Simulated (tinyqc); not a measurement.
Two-mode optical phonons of a ternary alloy from two coupled oscillators: one step, computed by the program tinyqc. Command: `OMP_NUM_THREADS=1 python tinyqc.py 3017489 3017490 out.jsonl twomode walk`. One thread of a shared host (Intel(R) Xeon(R) Processor @ 2.30GHz), about 0.01 s of CPU time with the checks.

An alloy A(x)B(1-x)C has an A-C and a B-C bond oscillator. Each TO frequency moves linearly from the impurity mode (dilute end) to the TO of the pure crystal; each strength is proportional to the number of bonds.

Question. The two oscillators. omega_1 = (impurity mode of A) + x (omega_TO,AC - impurity mode of A); omega_2 = (impurity mode of B) + (1 - x)(omega_TO,BC - impurity mode of B); eps_inf = x eps_AC + (1 - x) eps_BC; strengths W_1 = x eps_AC (omega_LO,AC^2 - omega_TO,AC^2), W_2 = (1 - x) eps_BC (omega_LO,BC^2 - omega_TO,BC^2).

Inputs (values chosen for the exercise, for a model alloy):
```
quantity                  value  unit
omega_TO of pure AC         594  1/cm
omega_LO of pure AC         698  1/cm
omega_TO of pure BC         418  1/cm
omega_LO of pure BC         474  1/cm
eps_inf of AC              7.58     -
eps_inf of BC              7.69     -
impurity mode of A in BC    596  1/cm
impurity mode of B in AC    407  1/cm
fraction x of A             0.8     -
```

Give: omega_1 (A-C, TO); omega_2 (B-C, TO); eps_inf; W_1; W_2.

Answer.

omega_1 (A-C, TO) = 594.4 1/cm

omega_2 (B-C, TO) = 409.2 1/cm

eps_inf = 7.602

W_1 = 8.1481e+05 1/cm^2

W_2 = 76826 1/cm^2
